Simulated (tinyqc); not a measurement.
Threshold-voltage variability of a planar MOSFET, analytic estimates: two steps of the calculation.

Three independent sources add in quadrature: random dopants in the depleted layer, metal-gate grains of two orientations, and roughness of the two gate edges acting through the roll-off VT = VT(long) - Vr exp(-L/l). These are first-order estimates: no three-dimensional electrostatics, no percolation.

Values chosen for this exercise; material values close to those of silicon:

| symbol | value | unit | meaning |
|---|---|---|---|
| T | 300 | K | temperature |
| Eg | 1.1 | eV | band gap |
| eps_r | 11.7 |  | relative permittivity of the semiconductor |
| Nc | 2.82e19 | cm^-3 | conduction-band density of states at T |
| Nv | 2.67e19 | cm^-3 | valence-band density of states at T |
| Na | 5.9e18 | cm^-3 | channel doping |
| ti | 1.5 | nm | oxide-equivalent thickness in inversion |
| L | 65 | nm | gate length |
| W | 200 | nm | gate width |
| G | 10 | nm | metal grain size |
| dW | 0.1 | eV | work-function difference of the two grain orientations |
| p | 0.4 |  | share of the orientation of higher work function |
| De | 0.8 | nm | rms roughness of one gate edge |
| La | 20 | nm | correlation length of the roughness |
| l | 18 | nm | decay length of the threshold roll-off |
| Vr | 1.2 | V | prefactor of the roll-off |

Constants: q = 1.602176634e-19 C, kB = 1.380649e-23 J/K, Vt = kB T/q, eps0 = 8.8541878128e-14 F/cm where lengths are in cm. Results are converted to the units shown.

Task 1. Random dopants. ni = sqrt(Nc Nv) exp(-Eg/(2 Vt)), Eg in volts; Cox = 3.9 eps0/ti; Wd = sqrt(4 eps0 eps_r Vt ln(Na/ni)/(q Na)); dopants: s1 = (q/Cox) sqrt(Na Wd/(3 L W)). The slope A1 = s1 sqrt(L W); mean number of dopants Na L W Wd.

Wanted: Cox; Wd; mean number of dopants; A1; s1.

Result 1.

Cox = 2.3021 uF/cm^2
Wd = 14.956 nm
mean number of dopants = 1147.1
A1 = 1.1936 mV um
s1 = 10.469 mV

Counting alone, 1/sqrt(N) of the depletion voltage q Na Wd/Cox = 614 mV, would give sqrt(3) times more: dopants deep in the layer act less on the surface.

Task 2. Metal grains and edge roughness. Grains: Ng = L W/G^2 (at least 1), s2 = dW sqrt(p (1 - p)/Ng). Edges, with exponential correlation and u = W/La: the mean gate length has sL^2 = 2 De^2 (2/u)[1 - (1 - exp(-u))/u]; s3 = sL (Vr/l) exp(-L/l).

Find: Ng; s2; sL; dVT/dL; s3.

Result 2.

Ng = 130.0
s2 = 4.297 mV
sL = 0.4800 nm
dVT/dL = 1.801 mV/nm
s3 = 0.8647 mV

tinyqc, about 0.01 s, one thread, Intel Xeon 2.30GHz (shared host): `OMP_NUM_THREADS=1 python tinyqc.py 2090025 2090026 out.jsonl`
